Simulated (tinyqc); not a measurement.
# Resonant-tunnelling diode, transfer matrices and Tsu-Esaki current: effect of the Fermi energy

Emitter (band edge 0), barrier d1, well Lw, barrier d2, spacer ds, collector (edge -V). The bias drops linearly over these layers and none in the contacts; each layer is cut into ns equal slices, flat at the value of their centres. E is the energy of motion across the layers, C = hbar^2/(2 m0), psi and psi'/m are continuous. Transport is coherent, T(E) is taken as independent of the transverse momentum, and charge in the well is ignored.

For the pair (psi, psi'/m) a flat layer has M = [[cos kd, (m/k) sin kd], [-(k/m) sin kd, cos kd]] with k = sqrt(m (E - U)/C) above its edge U, and M = [[cosh Kd, (m/K) sinh Kd], [(K/m) sinh Kd, cosh Kd]] with K = sqrt(m (U - E)/C) below it. Later slices stand to the left. With M acting on (psi, psi'/m) and v = k/m in each lead, T(E) = 4 vL vR/[(vL vR M12 - M21)^2 + (vR M11 + vL M22)^2]. J = J0 times the integral over E > 0 of T(E) N(E), N = ln[(1 + exp((Ef - E)/Vt))/(1 + exp((Ef - V - E)/Vt))], J0 = q^2 mw m0 kB T/(2 pi^2 hbar^3) (times 1e-4 for A/cm^2 per eV). The integral is converged to the digits shown. Er is the first maximum of T(E) at this bias.

Inputs (values chosen for the exercise); masses and offsets of a made-up heterostructure:

| symbol | value | unit | meaning |
|---|---|---|---|
| T | 77 | K | temperature |
| mw | 0.04 | m0 | mass in the well, spacer and contacts |
| U1 | 1.3 | eV | barrier height |
| m1 | 0.21 | m0 | barrier mass |
| d1 | 0.8 | nm | emitter barrier |
| Lw | 2.4 | nm | well width |
| d2 | 0.8 | nm | collector barrier |
| ns | 2 |  | slices in each layer |
| ds | 2.2 | nm | undoped spacer after the collector barrier |
| V | 0.55 | V | bias of the collector |

Constants: q = 1.602176634e-19 C, kB = 1.380649e-23 J/K, hbar = 1.054571817e-34 J s, m0 = 9.1093837015e-31 kg, Vt = kB T/q, hbar^2/(2 m0) = 0.0380998212 eV nm^2. Results are converted to the units shown.

Results:
```
Ef (eV)  N at Er = 0.1216 eV  J (kA/cm^2)
0.03                1.011e-6       0.7411
0.057               5.913e-5        4.078
0.083               0.002971        15.50
0.109                 0.1395        66.37
0.136                  2.278        297.4
0.188                  10.01         1128
0.215                  14.08         1598
```

Estimate the missing row, Ef = 0.162 eV.

Computed row:
```
Ef (eV)  N at Er = 0.1216 eV  J (kA/cm^2)
0.162                  6.091        689.9
```

With this row back in the table: J rises from 0.741 to 1600 kA/cm^2, a factor of 2160, while N at the resonance grows by 1.39e7. They differ because with Ef well below Er the tail of the resonance at lower energy carries a larger share. In every row the bias alone exceeds 0.4 V, so electrons enter the collector far above its band edge, where real bands are no longer parabolic.

Computed by the program tinyqc: `OMP_NUM_THREADS=1 python tinyqc.py 2600008 2600009 out.jsonl`, one thread of a shared Intel Xeon 2.30GHz, about 0.1 s for the whole run.
